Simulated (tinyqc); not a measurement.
## Step height from the transmission

Question. A single step up from edge 0 (mass mL) to edge U (mass mS) transmits T(E) = 4 vL vR/(vL + vR)^2 with v = k/m, k = sqrt(m (E - edge)/C), C = hbar^2/(2 m0). It is known that vR < vL. Find vR/vL and U.

Inputs (values chosen for the exercise):
```
symbol  value  unit                meaning
mL      0.041    m0  mass in the left lead
E       0.646    eV        electron energy
mS      0.073    m0   mass beyond the step
```

T(E) = 0.91873660

Solution. The reflection amplitude is sqrt(1 - T(E)) = (1 - y)/(1 + y) with y = vR/vL < 1, and y^2 = (E - U) mL/(E mS).

vR/vL = 0.556
U = 0.290 eV

tinyqc, about 0.03 s, one thread, Intel Xeon 2.30GHz (shared host): `OMP_NUM_THREADS=1 python tinyqc.py 2560045 2560046 out.jsonl`
